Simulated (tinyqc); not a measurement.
Comparisons within one model: pair of shallow donors (hydrogen-like orbitals). A value that a table varies takes the place of the one given here.

Each donor has the orbital exp(-r/a); energy unit Ha* = q/(eps a), q = e^2/(4 pi eps0), so that a lone donor is bound by Ha*/2; x = R/a. One electron: S = (1 + x + x^2/3) exp(-x), j = 1/x - (1 + 1/x) exp(-2x), k = (1 + x) exp(-x); levels E(+/-) = -1/2 - (j +/- k)/(1 +/- S) in Ha*, without the repulsion of the ions, split by D = |E(-) - E(+)|. In six valleys the overlaps S and k are multiplied by v = [cos(K Rx) + cos(K Ry) + cos(K Rz)]/3, K = k0 (2 pi/a_lat), for isotropic envelopes and the symmetric valley state.

Two electrons, Heitler-London: with S' = (1 - x + x^2/3) exp(x), C = 1/x - exp(-2x)(1/x + 11/8 + 3x/4 + x^2/6), X = (1/5){exp(-2x)(25/8 - 23x/4 - 3x^2 - x^3/3) + (6/x)[S^2 (0.5772157 + ln x) + S'^2 Ei(-4x) - 2 S S' Ei(-2x)]}, Q = C - 2j + 1/x and A = X - 2 S k + S^2/x, the singlet and triplet lie at (Q +/- w A)/(1 +/- w S^2) from two lone donors, with the valley weight w = v^2; the exchange is J = triplet - singlet.

Constants: e^2/(4 pi eps0) = 14.39964547 eV angstrom.

Parameters, chosen for this exercise (near those of two donors in Si; the results hold for these values, not for the real material): a = 19.7 angstrom (orbital radius); eps = 11.5 (dielectric constant); a_lat = 5.431 angstrom (lattice constant); k0 = 0.85 2 pi/a_lat (valley position); sites = ((11, 11, 0), (11.5, 11.5, 0), (12, 12, 0), (12.5, 12.5, 0), (13, 13, 0), (13.5, 13.5, 0), (14, 14, 0), (14.5, 14.5, 0), (15, 15, 0), (15.5, 15.5, 0)) a_lat (positions of the second donor); Ns = (0.031, 0.078, 0.19, 0.47, 1.1, 2.3, 4.7) x 1e18/cm^3 (donor densities); n = (8, 8, 0) a_lat (separation vector).

## Lattice sites along [110]

D and J for each site, and for v = 1.

Results:

| site | R (angstrom) | v | D (meV) | J (micro-eV) | J for v = 1 |
|---|---|---|---|---|---|
| (11, 11, 0) | 84.5 | -0.059 | 0.268 | 2.86 | 835 |
| (11.5, 11.5, 0) | 88.3 | 0.438 | 1.75 | 119 | 624 |
| (12, 12, 0) | 92.2 | 0.539 | 1.86 | 135 | 464 |
| (12.5, 12.5, 0) | 96.0 | -0.138 | 0.409 | 6.56 | 344 |
| (13, 13, 0) | 99.8 | 0.967 | 2.48 | 238 | 254 |
| (13.5, 13.5, 0) | 103.7 | -0.325 | 0.711 | 19.8 | 187 |
| (14, 14, 0) | 107.5 | 0.873 | 1.64 | 105 | 137 |
| (14.5, 14.5, 0) | 111.4 | 0.031 | 0.0491 | 0.0945 | 100 |
| (15, 15, 0) | 115.2 | 0.333 | 0.456 | 8.15 | 73.3 |
| (15.5, 15.5, 0) | 119.0 | 0.636 | 0.742 | 21.6 | 53.4 |

Over these sites the envelope alone changes J by a factor 15.6, and the valley factor v^2 by 995; J runs from 0.0945 at (14.5, 14.5, 0) to 238 micro-eV at (13, 13, 0). Along [110] only two valleys keep their phase, so v = (1 + 2 cos)/3 can pass through zero. J does not fall steadily with distance.

## From lone donors to an impurity band (impurity band of shallow donors (Hubbard estimate))

Donors on a simple cubic lattice of spacing R = N^(-1/3) (1/angstrom^3 = 1e24/cm^3), Ha* = q/(eps a), q = e^2/(4 pi eps0), x = R/a. Hopping t = Ha* (1 + x) exp(-x), band width B = 12 t, on-site repulsion U = (5/8) Ha*; the gap closes near B/U = 1.15. Valley factors and disorder are left out.

Results:

| N (1e18/cm^3) | R (angstrom) | N^(1/3) a | t (meV) | B (meV) | B/U |
|---|---|---|---|---|---|
| 0.031 | 318.3 | 0.062 | 0.000105 | 0.00126 | 3.16e-05 |
| 0.078 | 234.0 | 0.084 | 0.00567 | 0.0680 | 0.00171 |
| 0.19 | 173.9 | 0.113 | 0.0914 | 1.10 | 0.0276 |
| 0.47 | 128.6 | 0.153 | 0.699 | 8.39 | 0.211 |
| 1.1 | 96.9 | 0.203 | 2.75 | 33.0 | 0.831 |
| 2.3 | 75.8 | 0.260 | 6.58 | 79.0 | 1.99 |
| 4.7 | 59.7 | 0.330 | 12.4 | 148 | 3.74 |

B/U passes 1.15 between 1.1 and 2.3 x 1e18/cm^3; the root is x = 4.52, N^(1/3) a = 0.221, N = 1.4 x 1e18/cm^3, below the 2.3 that the empirical rule N^(1/3) a = 0.26 gives; the estimate is rough, since random positions, the overlap of the orbitals and screening are left out. While N grows by 152 times, t grows by 1.18e+05 times.

## What each parameter does

x, D = |E(-) - E(+)| and J. Each row changes one parameter from the base and keeps the others.

Results:

| case | x | D (meV) | J (micro-eV) |
|---|---|---|---|
| base | 3.119 | 5.559 | 1.24e+03 |
| a = 21.7 angstrom | 2.832 | 5.996 | 1.61e+03 |
| eps = 12.7 | 3.119 | 5.033 | 1.12e+03 |
| k0 = 0.83 2 pi/a_lat | 3.119 | 0.9159 | 35.8 |
| n = (9, 8, 0) a_lat | 3.320 | 2.138 | 190 |

The largest shifts from the base row, up to three for each result and ties (the steps differ in size, so this ranks the rows, not the parameters). x: a -0.287, n +0.201; unchanged at the printed digits by eps and k0. D (meV): k0 -4.64, n -3.42, eps -0.525. J (micro-eV): k0 -1.21e+03, n -1.05e+03, a +370.

Run: tinyqc, `OMP_NUM_THREADS=1 python tinyqc.py 1252630 1252631 out.jsonl`; Intel(R) Xeon(R) Processor @ 2.30GHz, one thread, shared host; about 0.01 s of CPU time with all checks.
